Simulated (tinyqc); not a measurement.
Electroplating on a thin resistive seed layer: kinetics, Wagner number and the terminal effect across a wafer: one step, computed by the program tinyqc. Command: `OMP_NUM_THREADS=1 python tinyqc.py 3121324 3121325 out.jsonl terminal walk`. One thread of a shared host (Intel(R) Xeon(R) Processor @ 2.30GHz), about 0.02 s of CPU time with the checks.

Current enters the seed at the rim. The bath is treated as a local resistance per area (no lateral flow in the liquid), two electrons per ion, molar volume 7.11 cm^3/mol, Faraday constant F = e N_A, kinematic viscosity 0.01 cm^2/s, omega = 2 pi x rpm/60; k_B T/e is in volts.

Task: Linear estimate of the terminal effect. Linearised: with R_t = kinetic + bath resistance the current density obeys (1/r)(r i')' = i R_s/R_t, so i = A I_0(r/l), l = sqrt(R_t/R_s); with x = R/l, edge/centre = I_0(x) and edge/mean = x I_0(x)/(2 I_1(x)). Voltage drop in the seed for a uniform current: i R_s R^2/4.

Inputs (values chosen for the exercise, of the order of those for copper plating on a thin cobalt or ruthenium seed): wafer radius R = 7.5 cm; mean current density = 6.4 mA/cm^2; temperature T = 298 K.

kinetic resistance = 9.119195 ohm cm^2

bath resistance R_b = 64.28571 ohm cm^2

sheet resistance R_s = 16.84211 ohm/square

Give: length l; x = R/l; edge over centre, linear; edge over mean, linear; drop for uniform current.

Result:

length l = 2.088 cm

x = R/l = 3.593

edge over centre, linear = 7.977

edge over mean, linear = 2.124

drop for uniform current = 1516 mV
